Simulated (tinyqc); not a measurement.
Longitudinal sound in a periodic multilayer: transfer matrices, stop bands and folded phonons: one step, computed by the program tinyqc.

Layers 1 and 2 repeat with period d = d_1 + d_2; waves travel normal to the layers, without loss. State vector (u, s): displacement u and stress divided by omega. Impedances Z = rho v are in 1e6 kg/(m^2 s).

Task: Impedances, mean velocity and Bragg frequency. Z = rho v; interface reflection r = (Z_2 - Z_1)/(Z_2 + Z_1) (stress amplitude, from 1 into 2); Bragg frequency f_B = 1/[2 (d_1/v_1 + d_2/v_2)]; long-wave velocity v_eff = d/sqrt[(d_1/v_1)^2 + (d_2/v_2)^2 + (Z_1/Z_2 + Z_2/Z_1)(d_1/v_1)(d_2/v_2)].

Inputs (values chosen for the exercise, modelled on aluminium (layer 1), tungsten (layer 2) and silicon (substrate)):
```
quantity            value    unit
density rho_1        2.68  g/cm^3
velocity v_1         6290     m/s
thickness d_1         338      nm
density rho_2        19.3  g/cm^3
velocity v_2         5160     m/s
thickness d_2         275      nm
substrate density     2.3  g/cm^3
substrate velocity   8340     m/s
```

Give: Z_1; Z_2; Z of the substrate; interface reflection r; Bragg frequency f_B; long-wave velocity v_eff.

Result:

Z_1 = 16.8572

Z_2 = 99.588

Z of the substrate = 19.182

interface reflection r = 0.7105

Bragg frequency f_B = 4.672 GHz

long-wave velocity v_eff = 4030 m/s
